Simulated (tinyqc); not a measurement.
Equal gaps, different models: fitting sp3s* parameters to three gaps by Newton steps.

sp3s* tight binding, nearest neighbours only: anion (a) at 0, cation (c) at a/4 (1,1,1), orbitals s, px, py, pz, s* on each; k in units of 2 pi/a. With phases e_j = exp(i (pi/2) k.n_j) for n = (1,1,1), (1,-1,-1), (-1,1,-1), (-1,-1,1): g0 = (e1+e2+e3+e4)/4, g1 = (e1+e2-e3-e4)/4, g2 = (e1-e2+e3-e4)/4, g3 = (e1-e2-e3+e4)/4. The diagonal holds the levels Esa, Epa, Exa (s*) and Esc, Epc, Exc. Anion-cation block: <sa|sc> = Vss g0; <sa|xc> = Vsapc g1; <xa|sc> = -Vscpa g1; <xa|xc> = Vxx g0; <xa|yc> = <ya|xc> = Vxy g3, <xa|zc> = <za|xc> = Vxy g2, <ya|zc> = <za|yc> = Vxy g1; <s*a|xc> = Vxapc g1; <xa|s*c> = -Vpaxc g1; y and z take g2 and g3 in place of g1; s-s* and s*-s* vanish.

Gaps are level 5 at Gamma, X = (1,0,0) and L = (1/2,1/2,1/2) less level 4 at Gamma; no spin-orbit coupling. Free parameters: Vss, Esc and Esa. H is linear in them, so by Hellmann-Feynman J_ij = <u|dH/dp_j|u> for level 5 at point i less the same for level 4 at Gamma. Newton: p(new) = p + J^-1 (target - gaps); stop when all misses are below 1e-7 eV.

Constants: hbar^2/2m0 = 3.80998211 eV angstrom^2.

Parameters, chosen for this exercise (out of a larger set: near a published set for InAs, fitted to gaps, whose masses and valley positions are rough; not measured data): p = (-9.508, 0.915, -2.706, 3.694, 7.329, 6.814, -5.652, 1.825, 4.478, 3.066, 5.484, 3.402, 3.939) eV (start, order Esa, Epa, Esc, Epc, Exa, Exc, Vss, Vxx, Vxy, Vsapc, Vscpa, Vxapc, Vpaxc); tg = (0.3744, 2.1439, 1.4873) eV (target gaps at Gamma, X, L); a = 6.063 angstrom (lattice constant).

The same three targets are met with other triples of free parameters (those for which Newton converges within 3 eV of the start). Not fitted: level 5 at K = (3/4,3/4,0) above Ev, the spacing of levels 6 and 5 at X, the depth of level 2 at X below Ev, the valence width at Gamma, and the mass c q^2/(E(q) - E(0)) of level 5 along [100], q = 0.002 (2 pi/a), c = hbar^2/2m0.

Unfitted results:
```
free parameters    largest change (eV)  K (eV)  X spacing (eV)  level 2 at X (eV)  valence width (eV)  mass (m0)
start                            0.000   2.101           0.476              7.090              12.714     0.0342
Vss, Vxapc, Vpaxc                1.575   2.108           1.595              6.825              12.610     0.0264
Esc, Vxapc, Vpaxc                1.917   2.110           1.779              6.875              12.748     0.0265
Vss, Vsapc, Vpaxc                2.202   2.112           2.004              6.759              12.610     0.0269
Esa, Vxapc, Vscpa                0.485   2.092           0.874              7.550              13.051     0.0225
```

All fitted rows have the same three gaps, yet they spread by 20 meV at K, 1130 meV in the X spacing, 791 meV in level 2 at X, 441 meV in the valence width and 17.0 % in the mass. The smallest change of parameters, 0.485 eV, is that of Esa, Vxapc, Vscpa. A fit fixes what it was given and leaves the rest to the choice of free parameters.

(tinyqc, `OMP_NUM_THREADS=1 python tinyqc.py 1481842 1481843 out.jsonl`, Intel(R) Xeon(R) Processor @ 2.30GHz, 1 thread, shared host, about 0.2 s.)
